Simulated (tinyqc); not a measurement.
Inside a calculation: donor near an oxide interface in a gate field (two-state model). Values are carried at full precision from step to step, so a last printed digit may differ when a step is redone from the rounded ones.

Interface at z = 0 (hard wall), donor at z = d, field F pulling electrons to the interface: potential e F z; 1 kV/cm = 1e-5 eV/angstrom, c = hbar^2/2m0, q = e^2/(4 pi eps0), Q = (eps - eo)/(eps + eo). Donor state: E_D = e F d - ED - q Q/(4 eps d), the last term joining the images of ion and electron. Interface state: z exp(-b z/2) exp(-rho^2/(2 L^2)) with E_z = c b^2/(4 mz) + 3 e F/b + q Q b/(8 eps), minimised over b; in the plane at z = 3/b the ion (distance D = d - 3/b) and its image (D' = d + 3/b) give E_rho = c/(mt L^2) - (q/eps)(sqrt(pi)/L)[erfcx(D/L) + Q erfcx(D'/L)], erfcx(x) = exp(x^2) erfc(x), minimised over L. E_I = E_z + E_rho.

Constants: hbar^2/2m0 = 3.80998211 eV angstrom^2; e^2/(4 pi eps0) = 14.39964547 eV angstrom.

Parameters, chosen for this exercise (near those of a donor in Si below Si3N4, static dielectric constants; shifted at random, so the results belong to these values and not to a real crystal): d = 60 angstrom (depth of the donor); ED = 42 meV (bulk binding energy); mz = 0.922 m0 (mass across the interface); mt = 0.19 m0 (mass in the plane); eps = 11.2 (dielectric constant of the semiconductor); eo = 7.5 (dielectric constant of the oxide); F = 151 kV/cm (field in the semiconductor); aD = 19.7 angstrom (donor radius); v = 0.34 (valley factor).

## The interface state across the interface

Solve c b/(2 mz) - 3 e F/b^2 + q Q/(8 eps) = 0; give Q, b, the three terms of E_z and <z> = 3/b.

Q = 0.1979
b = 0.12498 1/angstrom

kinetic, field and image terms (meV): [16.14, 36.25, 3.97]

<z> = 24.0 angstrom

The image pushes the electron away from the oxide; without it <z> would be 23.1 angstrom.

## Binding in the plane

Give D, D', the best L, both terms and E_rho.

D, D' (angstrom): [36.0, 84.0]

L = 57.9 angstrom

kinetic and Coulomb terms (meV): [5.99, -24.55]

E_rho = -18.56 meV

The bottom of the well lies at -38.7 meV, so the level is 52 % of the way up; L/D = 1.61. Above the critical field the ionised donor would thus still hold its electron as a dot at the interface.

## Where the electron sits

The two states couple by t = t0 exp(-D/aD) with t0 = q/(eps aD) (2 aD/L) sqrt(aD b/2) v, v a valley factor; this form is an estimate. With detuning u = E_D - E_I the splitting is sqrt(u^2 + 4 t^2) and the lower state has weight (1 - u/sqrt(u^2 + 4 t^2))/2 on the donor.

Give E_D, E_I, t, the splitting and the donor weight.

E_D, E_I (meV): [47.54, 37.80]

t = 2.70 meV
splitting = 11.13 meV
donor weight = 0.063

The electron is at the interface; the contact hyperfine coupling scales with the donor weight. With this t, the tunnelling time pi hbar/(2t) at a crossing would be 0.383 ps (hbar = 6.58212e-16 eV s); here the detuning is 3.61 t.

## Critical field

Find F at which E_D = E_I; compare the rule e F d = ED. The crossing width is 4t/(e D), with t and D formed anew at that field.

critical field = 121.8 kV/cm
ED/(e d) = 70.0 kV/cm
width = 34 kV/cm

The confinement energy E_z = 49.1 meV raises the field needed and the attraction E_rho = -19.1 meV lowers it; the result is 1.74 times the simple rule.

## Checks

- E_z without images against 1.5 x 6^(2/3)/2 (c (e F)^2/mz)^(1/3), meV: both 52.31.
- E_rho from the radial equation in the full Coulomb well against the Gaussian trial function, meV: -18.8 against -18.6.

Computed by tinyqc, a small Python program: `OMP_NUM_THREADS=1 python tinyqc.py 1250940 1250941 out.jsonl` (the numbers bound the seed that draws the inputs); one thread of a shared host (Intel(R) Xeon(R) Processor @ 2.30GHz), about 0.04 s for the whole set of steps.
